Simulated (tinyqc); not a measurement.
p-n diode with diffusion and depletion-layer recombination: one step of the calculation.

Abrupt junction in the depletion approximation, low injection, full ionisation, neutral widths fixed, ohmic contact on the p side. Vj is the junction voltage; where a series resistance Rs is given, V = Vj + J Rs is the terminal voltage.

Task. New Vj. Diffusion current alone: J = J0 (exp(Vj/Vt) - 1), g = Vj + J Rs - V, g' = 1 + Rs J0 exp(Vj/Vt)/Vt, Vj(new) = Vj - g/g'.

Parameters, values chosen for the exercise; band and dielectric values close to those of silicon:
```
symbol    value      unit            meaning
T           293         K        temperature
Rs      0.00052  ohm cm^2  series resistance
V          0.69         V   terminal voltage
```

Constants: q = 1.602176634e-19 C, kB = 1.380649e-23 J/K, Vt = kB T/q. Results are converted to the units shown.

Vj after iteration 1 = 0.68999992 V
J0 = J0n + J0p = 1.2431978e-11 A/cm^2

Wanted: J; g; g'; Vj after iteration 2.

Result.

J = 9.182 A/cm^2
g = 0.004775 V
g' = 1.189
Vj after iteration 2 = 0.6860 V

Numbers from tinyqc (`OMP_NUM_THREADS=1 python tinyqc.py 2260045 2260046 out.jsonl`; about 0.01 s on one thread of a shared Intel Xeon 2.30GHz).
